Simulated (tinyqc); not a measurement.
As the film thickens, and with more bath resistance: electroplating on a thin resistive seed layer: kinetics, Wagner number and the terminal effect across a wafer. Computed by tinyqc, a small Python program. Command: `OMP_NUM_THREADS=1 python tinyqc.py 3121290 3121291 out.jsonl terminal walk`. One thread of a shared host (Intel(R) Xeon(R) Processor @ 2.30GHz), about 0.03 s of CPU time with the checks.

Current enters the seed at the rim. The bath is treated as a local resistance per area (no lateral flow in the liquid), two electrons per ion, molar volume 7.11 cm^3/mol, Faraday constant F = e N_A, kinematic viscosity 0.01 cm^2/s, omega = 2 pi x rpm/60; k_B T/e is in volts.

Inputs (values chosen for the exercise, of the order of those for copper plating on a thin cobalt or ruthenium seed):

| quantity | value | unit |
|---|---|---|
| wafer radius R | 15 | cm |
| seed thickness t | 150 | nm |
| seed resistivity | 2.3 | microohm cm |
| bath conductivity kappa | 0.043 | S/cm |
| gap to the anode h | 2.6 | cm |
| extra resistance of a porous plate | 23 | ohm cm^2 |
| exchange current density i_0 | 0.093 | mA/cm^2 |
| cathodic transfer coefficient alpha | 0.84 | - |
| mean current density | 31 | mA/cm^2 |
| diffusivity of the metal ion | 4.2e-06 | cm^2/s |
| metal ion concentration | 0.81 | mol/L |
| rotation rate | 100 | rpm |
| temperature T | 298 | K |

Constants: e = 1.602176634e-19 C; N_A = 6.02214076e+23 1/mol; k_B = 8.617333262e-05 eV/K.

Method:
- Growth rate = i V_m/(2 F). Levich limit i_L = 0.62 x 2 F D^(2/3) omega^(1/2) nu^(-1/6) c. Tafel overpotential eta = (k_B T/(alpha e)) ln(i/i_0); kinetic resistance k_B T/(alpha e i); bath resistance h/kappa + plate; R_s = resistivity/t; Wagner number = kinetic resistance x kappa/R.
- Full model: seed potential phi(r) with (1/r)(r phi')' = R_s i, where i solves phi = R_b i + (k_B T/(alpha e)) ln(i/i_0) (phi being the driving voltage left at r); phi'(0) = 0 and phi'(R) = R_s i_mean R/2. Solved by collocation to a tolerance of 1e-7.
- The film is taken as uniform, with the seed resistivity; the last column adds 100 ohm cm^2 to R_b. Extra power of that plate = i^2 x 100 ohm cm^2 x area.

sheet resistance R_s = 0.153333 ohm/square

bath resistance R_b = 83.4651 ohm cm^2

Edge over centre:

| thickness (nm) | R_s (ohm/square) | as given | with 100 ohm cm^2 more |
|---|---|---|---|
| 150 | 0.15333 | 1.1048 | 1.0473 |
| 225 | 0.10222 | 1.0693 | 1.0314 |
| 300 | 0.07667 | 1.0517 | 1.0235 |
| 450 | 0.05111 | 1.0343 | 1.0156 |
| 750 | 0.03067 | 1.0205 | 1.0094 |
| 1500 | 0.01533 | 1.0102 | 1.0047 |
| 3000 | 0.00767 | 1.0051 | 1.0023 |

extra power = 67.929 W

What follows from these numbers?

The ratio falls below 1.1 from 225 nm on as given, and from 150 nm on with the added resistance: what counts is R_s R^2 against the sum of kinetic and bath resistance.
